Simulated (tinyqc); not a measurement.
Composition from the perpendicular lattice constant.

Problem. The layer is x parts of the first compound and 1 - x of the second, grown coherently on the second as substrate and barrier. Rows of the table: lattice constant a, average valence level Ea on an absolute scale, spin-orbit splitting so, gaps at Gamma, X and L, hydrostatic deformation potentials av and ac (Gamma), shear potential b, elastic constants, electron and heavy-hole (along z) masses. All are interpolated linearly in x; gaps get -C x (1 - x), taken wholly in the conduction band; real line-ups can differ from this model by 0.1 eV or more. In-plane strain e = (a_substrate - a)/a, e_z = -2 (c12/c11) e, volume change 2 e + e_z. X-ray diffraction gives a_z = a (1 + e_z) of the coherent layer. Find x, e and the relaxed Gamma gap.

Inputs (values chosen for the exercise):
- CG = 0.19 eV (bowing of the Gamma gap)
- CX = 0.24 eV (bowing of the X gap)
- CL = 0.16 eV (bowing of the L gap)

Binary compounds, values chosen for the exercise:

|  | close to GaP | close to GaAs |
|---|---|---|
| a (angstrom) | 5.451 | 5.653 |
| Ea (eV) | -7.4 | -6.92 |
| so (eV) | 0.0792 | 0.336 |
| EG (eV) | 2.8 | 1.44 |
| EX (eV) | 2.29 | 1.89 |
| EL (eV) | 2.57 | 1.71 |
| av (eV) | 1.71 | 1.16 |
| ac (eV) | -7.09 | -7.24 |
| b (eV) | -1.77 | -1.69 |
| c11 (GPa) | 140 | 118 |
| c12 (GPa) | 62.3 | 53.2 |
| me (m0) | 0.131 | 0.0669 |
| mh (m0) | 0.328 | 0.354 |

lattice constant along the growth direction = 5.58394224 angstrom

Answer. a_z changes steadily with x, about (1 + 2 c12/c11) times as fast as the relaxed lattice constant, so one composition matches.

x = 0.1800
e = 0.6474 %
relaxed Gamma gap = 1.657 eV

Computed by the program tinyqc: `OMP_NUM_THREADS=1 python tinyqc.py 2690025 2690026 out.jsonl`, one thread of a shared Intel Xeon 2.30GHz, about 0.01 s for the whole run.
